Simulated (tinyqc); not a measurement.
Heat flow across a film from the phonon Boltzmann equation in the relaxation-time approximation: one step, computed by the program tinyqc. Command: `OMP_NUM_THREADS=1 python tinyqc.py 3026648 3026649 out.jsonl slabbte walk`. One thread of a shared host (Intel(R) Xeon(R) Processor @ 2.30GHz), about 0.01 s of CPU time with the checks.

Two black walls, hot at x = 0 and cold at x = L, emit phonons isotropically. For one free path Lambda, with tau = x/Lambda, tau_L = L/Lambda and phi = (T - T_cold)/Delta T, energy balance gives phi(tau) = (1/2) [E2(tau) + int_0^tau_L phi(s) E1(|tau - s|) ds]; E_n are the exponential integrals. The flux over the ballistic flux C v Delta T/4 is psi = 1 - 2 int_0^tau_L phi(s) E2(s) ds, and kappa_eff/kappa = (3/4) tau_L psi. kappa = C v Lambda/3 is an input, so at fixed kappa a longer free path means a smaller C v.

Task: The small linear system for Lambda_1. Cut the film into n equal cells with constant phi, collocated at the centres c_i: the kernel integrates to A_ij = |E2(|c_i - e_j|) - E2(|c_i - e_(j+1)|)|/2 for cell edges e_j, and A_ii = 1 - E2(half a cell); solve (1 - A) phi = E2(c)/2; psi = 1 - 2 sum_j phi_j [E3(e_j) - E3(e_(j+1))].

Inputs (values chosen for the exercise, modelled on gallium nitride): film thickness L = 440 nm; free path Lambda_1 = 120 nm; cells n in the small system = 6.

Give: optical thickness tau_L; 1 - A; right-hand side E2(c)/2; flux weights E3(e_j) - E3(e_(j+1)).

Result:

optical thickness tau_L = 3.667

1 - A:
```
         1        2        3        4        5        6
1   0.4641  -0.1480  -0.0489  -0.0195  -0.0084  -0.0038
2  -0.1480   0.4641  -0.1480  -0.0489  -0.0195  -0.0084
3  -0.0489  -0.1480   0.4641  -0.1480  -0.0489  -0.0195
4  -0.0195  -0.0489  -0.1480   0.4641  -0.1480  -0.0489
5  -0.0084  -0.0195  -0.0489  -0.1480   0.4641  -0.1480
6  -0.0038  -0.0084  -0.0195  -0.0489  -0.1480   0.4641
```

right-hand side E2(c)/2: 0.2321  0.08406  0.03519  0.01568  0.007243  0.003429

flux weights E3(e_j) - E3(e_(j+1)): 0.3115  0.1070  0.04438  0.01969  0.009076  0.004290
